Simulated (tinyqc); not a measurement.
Joule-heated wire on a substrate, fin equation: two steps of the calculation.

A wire of length L loses heat along itself to two contacts and sideways to the substrate: kap A theta'' - g theta + p = 0 with theta = T - T0 and p = p0. The ends are held at T0. Constant conductivity, diffusive heat flow.

Values chosen for this exercise:
- T0 = 300 K (temperature of substrate and contacts)
- kap = 180 W/(m K) (conductivity along the wire)
- A = 1100 nm^2 (cross-section)
- g = 0.18 W/(m K) (conductance per length to the substrate)
- L = 5200 nm (length between the contacts)
- p0 = 0.018 uW/nm (heating per length)

Problem 1. Healing length. LH = sqrt(kap A/g); far from the contacts uniform heating p0 would give theta = p0/g.

Wanted: LH; L/LH; p0/g.

Solution 1.

LH = 1048.8 nm
L/LH = 4.9580
p0/g = 100.00 K

Problem 2. Temperature rise. Solve -c theta_(i-1) + d_i theta_i - c theta_(i+1) = b_i for nodes 1 to 9, with theta = 0 at nodes 0 and 10.

c = 0.38076923 uW/K

```
node    d (uW/K)  b (uW)
1     0.85513846    9.36
2     0.85513846    9.36
3     0.85513846    9.36
4     0.85513846    9.36
5     0.85513846    9.36
6     0.85513846    9.36
7     0.85513846    9.36
8     0.85513846    9.36
9     0.85513846    9.36
```

Wanted: theta.

Solution 2.

theta, node 0 to 10 (K): 0.00  38.04  60.85  74.04  80.84  82.94  80.84  74.04  60.85  38.04  0.00

Computed by the program tinyqc: `OMP_NUM_THREADS=1 python tinyqc.py 2520034 2520035 out.jsonl`, one thread of a shared Intel Xeon 2.30GHz, about 0.01 s for the whole run.
